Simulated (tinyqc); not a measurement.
Avrami exponent and activation energy from three anneals.

Inverse problem. Isothermal crystallisation follows X = 1 - exp(-(k t)^n) with k proportional to exp(-Ec q/(kB T)). Find n, k at both temperatures and Ec.

Constants: q = 1.602176634e-19 C, kB = 1.380649e-23 J/K. Results are converted to the units shown.

X at (409 K, 520 s), (409 K, 1040 s) and (429 K, 40 s): [0.24409157, 0.79463903, 0.42995964]

Solution. -ln(1 - X) = (k t)^n: the two times give n, and the two rates give Ec.

n = 2.50
k at 409 K = 0.00116 1/s
k at 429 K = 0.0199 1/s
Ec = 2.15 eV

tinyqc, about 0.04 s, one thread, Intel Xeon 2.30GHz (shared host): `OMP_NUM_THREADS=1 python tinyqc.py 2490144 2490145 out.jsonl`
